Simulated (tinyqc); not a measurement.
# Off-state leakage of single and stacked transistors, step by step

Numbers from tinyqc (`OMP_NUM_THREADS=1 python tinyqc.py 2242160 2242161 out.jsonl`; about 0.05 s on one thread of a shared Intel Xeon 2.30GHz). Printed values are rounded.

n-channel devices of unit width. Subthreshold current I(Vg, Vs, Vd) = I0 (T/300 K)^0.5 exp[(Vg - Vs - VT(T) - gb (Vs - Vb) + dd (Vd - Vs))/(nf Vt)] (1 - exp(-(Vd - Vs)/Vt)), VT(T) = VT - cT (T - 300 K). Gate-edge tunnelling Ig (Vd/1 V) exp(ag (Vd - 1 V)), for a gate at 0 V, and band-to-band leakage Ab u exp(-Bb/u), u = Vd - Vb + 1 V, flow at a drain held at V; both are taken as independent of T. In a stack of off transistors (all gates at 0 V) the same subthreshold current passes through each.

Inputs (values chosen for the exercise); values of the order met in bulk silicon logic transistors: temperature T = 378 K; supply voltage V = 0.9 V; threshold at 300 K, zero drain and body bias VT = 0.37 V; fall of the threshold with temperature cT = 1 mV/K; current at threshold at 300 K I0 = 0.67 uA/um; slope factor nf = 1.33; drain-induced lowering per volt dd = 0.05; rise of the threshold per volt of source-body bias gb = 0.09; gate-edge tunnelling current at 1 V Ig = 8e-6 uA/um; exponential slope of the gate current ag = 3 1/V; prefactor of band-to-band leakage at the drain Ab = 60 uA/(um V); its exponential voltage Bb = 21 V; body voltage Vb = 0 V.

Constants: q = 1.602176634e-19 C, kB = 1.380649e-23 J/K, Vt = kB T/q. Results are converted to the units shown.

## Leakage of one transistor

Vg = Vs = 0, Vd = V; effective threshold VT(T) - gb Vb - dd V.

effective threshold = 0.247 V
parts (nA/um): subthreshold 2.51292, gate edge 0.00533389, band-to-band 1.80638
total = 4.32463 nA/um
shares (%): subthreshold 58.1072, gate edge 0.123338, band-to-band 41.7695

The subthreshold part is the largest.

## Starting value

Vx = dd V/(1 + gb + 2 dd), the solution for Vx well above Vt, rounded to three decimals.

Vx at the start = 0.038 V

## Iteration 1: new Vx

Stack of two, Vx the node between them: I_low = I(0, 0, Vx), I_up = I(0, Vx, V), f = ln(I_up/I_low), f' = -(1 + gb + 2 dd)/(nf Vt) - 1/(Vt (exp(Vx/Vt) - 1)) - 1/(Vt (exp((V - Vx)/Vt) - 1)), Vx(new) = Vx - f/f'.

I_low = 0.639835 nA/um
I_up = 0.924511 nA/um
f = 0.368055
f' = -41.3531 1/V
Vx after iteration 1 = 0.0469003 V

## Iteration 2: new Vx

As before.

I_low = 0.716343 nA/um
I_up = 0.731474 nA/um
f = 0.0209016
f' = -37.0024 1/V
Vx after iteration 2 = 0.0474652 V

## Iteration 3: new Vx

As before.

I_low = 0.720638 nA/um
I_up = 0.720681 nA/um
f = 6.06308e-5
f' = -36.7887 1/V
Vx after iteration 3 = 0.0474668 V

## Course of the iteration

Stop when the step is below 1e-11 V, or after 40 iterations.

Course of the iteration:
```
iteration,Vx before the step (V),step (V)
1,0.038,8.90e-3
2,0.0469003,5.65e-4
3,0.0474652,1.65e-6
4,0.0474668,1.38e-11
5,0.0474668,< 1e-15
```

Converged in 5 iterations. The subthreshold current of the stack is 0.7206 nA/um, 3.49 times less than that of one transistor (the drain leakage is unchanged); the estimate exp[dd V (1 + gb + dd)/((1 + gb + 2 dd) nf Vt)] gives 2.70.
